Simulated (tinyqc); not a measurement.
CMOS latch-up, two-transistor model: effect of the current gain of the pnp.

A parasitic pnp (emitter at Vdd, base shunted by Rw) and npn (emitter at ground, base shunted by Rs) feed each other: the npn collector current flows out of the pnp base node, the pnp collector current into the npn base node. Forward-active transistors with constant gains: Icn = Isn exp(Vn/Vt), Icp = Isp (exp(Vp/Vt) - 1). A current Ii is injected into the npn base node.

Node equations: Vp/Rw + Icp/bp = Icn and Vn/Rs + Icn/bn = Icp + Ii. Loop gain G = gn gp/[(1/Rw + gp/bp)(1/Rs + gn/bn)], gn = Icn/Vt, gp = (Icp + Isp)/Vt; the off state ends where G = 1, and Ii there is the trigger current. On state with both base-emitter voltages at Von: npn base current Ib = (Von/Rs + bp Von/Rw)/(bn bp - 1), holding current Ih = (bn + 1) Ib + Von/Rs, holding voltage Vh = Vsat + Von + R2 (Ib + Von/Rs).

Values chosen for this exercise; values close to those of bulk CMOS: temperature T = 250 K; current gain of the npn bn = 13.8; saturation current of the npn at T Isn = 1.1e-19 A; saturation current of the pnp at T Isp = 8.3e-20 A; substrate resistance shunting the npn Rs = 70 ohm; well resistance shunting the pnp Rw = 710 ohm; resistance from the pnp collector to the npn base R2 = 200 ohm; base-emitter voltage in the on state Von = 0.84 V; saturation voltage Vsat = 0.1 V; supply voltage Vdd = 1.2 V.

Constants: q = 1.602176634e-19 C, kB = 1.380649e-23 J/K, Vt = kB T/q. Results are converted to the units shown.

Results:
```
bp     Vn at trigger (V)  trigger current (mA)  Ih (mA)  Vh (V)
0.088             0.8562                 12.02    847.5   14.63
0.18              0.8149                 11.52    133.8   4.986
0.36              0.7967                 11.39    58.35   3.966
0.72              0.7925                 11.37    33.29   3.628
1.5               0.7918                 11.37    22.35   3.480
2.9               0.7916                 11.37    17.85   3.419
12                0.7914                 11.37    14.36   3.372
```

Estimate the missing row, bp = 5.9.

Computed row:
```
bp   Vn at trigger (V)  trigger current (mA)  Ih (mA)  Vh (V)
5.9             0.7915                 11.37    15.49   3.387
```

With this row back in the table: As bp goes from 0.088 to 12, the trigger current falls from 12.0 to 11.4 mA, Ih falls from 848 to 14.4 mA and Vh falls from 14.6 to 3.37 V. Vh exceeds the supply Vdd = 1.2 V, which then cannot sustain a latched state, in 8 of the 8 rows. For bp = 0.043 the product of the gains is about one or less, so there is no latched state. For bp = 0.088, 0.18, 0.36 the holding current passes 50 mA, where high injection lowers the gains. For bp = 0.088 Vn at the trigger exceeds the fixed Von of the on-state formulas, so Ih and Vh are too low there.

tinyqc, about 0.05 s, one thread, Intel Xeon 2.30GHz (shared host): `OMP_NUM_THREADS=1 python tinyqc.py 2670008 2670009 out.jsonl`
